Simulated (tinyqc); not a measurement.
Charges from the flat band at three thicknesses.

Inverse problem. For a gate stack whose outer layer (permittivity e2) is made in three thicknesses t2, Vfb = V0 - (q/eps0) [Qb t2/e2 + r2 t2^2/(2 e2)], with Qb the sheet density of all charge below that layer and r2 the uniform density in it. Find V0, Qb and r2.

Values chosen for this exercise:
```
symbol  value  unit                           meaning
e2         22        relative permittivity of layer 2
```

Constants: q = 1.602176634e-19 C, eps0 = 8.8541878128e-14 F/cm where lengths are in cm. Results are converted to the units shown.

t2 (nm): [2.3, 4.3, 7.4]
Vfb (V): [-0.54099753, -0.53321663, -0.47369229]

Answer. A parabola through the three points gives the three coefficients.

V0 = -0.520 V
Qb = 1.94e12 cm^-2
r2 = -7.30e18 cm^-3

Computed by the program tinyqc: `OMP_NUM_THREADS=1 python tinyqc.py 2010154 2010155 out.jsonl`, one thread of a shared Intel Xeon 2.30GHz, about 0.01 s for the whole run.
